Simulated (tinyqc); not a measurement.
Inside a calculation. Method: geometry optimisation on the UHF/sto-3g surface (energies and gradients from PySCF), for H4, spin multiplicity 3. One step of it, computed by the program tinyqc.

Problem. Step 2: move. Quasi-Newton step p = -H^(-1) g (the inverse Hessian comes from BFGS updates; coordinates in the order x, y, z of each atom); steps longer than 0.3 bohr are cut back (factor 0.728 here).

positions after step 1 (bohr):
```
            x         y          z
1H   0.054074  0.086909  -0.099278
2H  -0.011766  0.060700   1.561701
3H   0.110490  2.233042  -0.102918
4H   0.060741  2.045088   1.635711
```

gradient (hartree/bohr):
```
              x            y            z
1H  -0.00236366   0.01733497   0.10177393
2H   0.00201051  -0.00921115  -0.08733291
3H  -0.00442599  -0.01498239   0.12047583
4H   0.00477914   0.00685858  -0.13491685
```

inverse Hessian in use (bohr^2/hartree):
```
            1          2          3          4          5          6          7          8
1    6.664224  -0.005805   0.061803   0.002081  -0.003247  -0.059076  -0.001570   0.001718
2   -0.005805   6.666711   0.172186   0.004943  -0.011376  -0.158588  -0.005484  -0.005954
3    0.061803   0.172186   5.149403  -0.052644   0.075444   1.461295   0.036512  -0.061821
4    0.002081   0.004943  -0.052644   6.664894   0.002766   0.050320   0.001337  -0.001462
5   -0.003247  -0.011376   0.075444   0.002766   6.663320  -0.073702  -0.001623   0.004938
6   -0.059076  -0.158588   1.461295   0.050320  -0.073702   5.261957  -0.035661   0.054742
7   -0.001570  -0.005484   0.036512   0.001337  -0.001623  -0.035661   6.665880   0.002375
8    0.001718  -0.005954  -0.061821  -0.001462   0.004938   0.054742   0.002375   6.672737
9    0.059148   0.178702  -1.426625  -0.050383   0.068523   1.380216   0.033181  -0.069256
10   0.001932   0.006346  -0.045671  -0.001646   0.002104   0.044417   0.001019  -0.002631
11   0.007334   0.017286  -0.185808  -0.006247   0.009785   0.177548   0.004731  -0.005054
12  -0.061875  -0.192300   1.482594   0.052707  -0.070265  -1.436801  -0.034031   0.076335

            9         10         11         12
1    0.059148   0.001932   0.007334  -0.061875
2    0.178702   0.006346   0.017286  -0.192300
3   -1.426625  -0.045671  -0.185808   1.482594
4   -0.050383  -0.001646  -0.006247   0.052707
5    0.068523   0.002104   0.009785  -0.070265
6    1.380216   0.044417   0.177548  -1.436801
7    0.033181   0.001019   0.004731  -0.034031
8   -0.069256  -0.002631  -0.005054   0.076335
9    5.339683  -0.041945  -0.177969   1.373393
10  -0.041945   6.665361  -0.005819   0.043199
11  -0.177969  -0.005819   6.644649   0.186229
12   1.373393   0.043199   0.186229   5.247481
```

Give: positions after step 2.

Solution.

positions after step 2 (bohr):
```
          x        y        z
1H   0.0460  -0.0548  -0.1181
2H  -0.0048   0.0823   1.5266
3H   0.1208   2.3276  -0.2440
4H   0.0516   2.0707   1.8308
```
